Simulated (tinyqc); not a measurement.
Mesh against width: smearing for a one-band metal on the fcc lattice.

Lattice vectors (units of a): a1 = (0, 1/2, 1/2), a2 = (1/2, 0, 1/2), a3 = (1/2, 1/2, 0). E(k) = -t A_1(k) - t2 A_2(k), A_m the sum of cos(k . R) over the 12 nearest and 6 second lattice vectors. Mesh k = sum (j_i/N) b_i, j_i = 0 .. N-1.

With x = (E_k - mu)/sigma: Gaussian f = erfc(x)/2, s = exp(-x^2)/(2 sqrt(pi)); Methfessel-Paxton (first order) f = erfc(x)/2 - x exp(-x^2)/(2 sqrt(pi)), s = (1 - 2 x^2) exp(-x^2)/(4 sqrt(pi)). With weights w = points/N^d (d the dimension), mu solves 2 sum w f = ne; E = 2 sum w f E_k, S = 2 sum w s, F = E - sigma S.

Inputs chosen for the exercise: t = 0.77 eV (nearest hopping); t2 = -0.04 eV (second hopping); ne = 0.63 (electrons per cell).

Gaussian smearing, (E + F)/2. The reference is F of first-order Methfessel-Paxton smearing with sigma = 0.05 t on the mesh N = 40; it moves by 0.08 meV on the mesh N = 50; in three dimensions such meshes can agree by chance and the reference may be off by about 1 meV, so smaller errors are not resolved.

Errors (meV per cell):

| N | sigma = 0.05 t | sigma = 0.15 t | sigma = 0.4 t |
|---|---|---|---|
| 4 | 28.00 | 27.39 | 19.81 |
| 6 | 0.72 | -0.75 | -5.91 |
| 8 | 0.09 | -0.69 | -2.45 |
| 12 | -2.98 | -3.53 | -4.43 |
| 16 | -0.82 | -1.06 | -1.40 |
| 24 | 0.87 | 0.82 | 0.54 |

reference = -2.06053 eV

What can be read from this table?

First N from which the value stays within 2 meV of its last entry (which need not be the best one): 16 for sigma = 0.05 t, 16 for sigma = 0.15 t, 16 for sigma = 0.4 t. At the last mesh the errors are +0.87, +0.82 and +0.54 meV. By this 2 meV bar the wider smearing does not converge sooner. The smallest error belongs to 0.05 t on 4, 0.15 t on 0, 0.4 t on 2 of the 6 meshes.

Computed by tinyqc, a small Python program: `OMP_NUM_THREADS=1 python tinyqc.py 1651429 1651430 out.jsonl` (the numbers bound the seed that draws the inputs); one thread of a shared host (Intel(R) Xeon(R) Processor @ 2.30GHz), about 0.3 s for the whole set of steps.
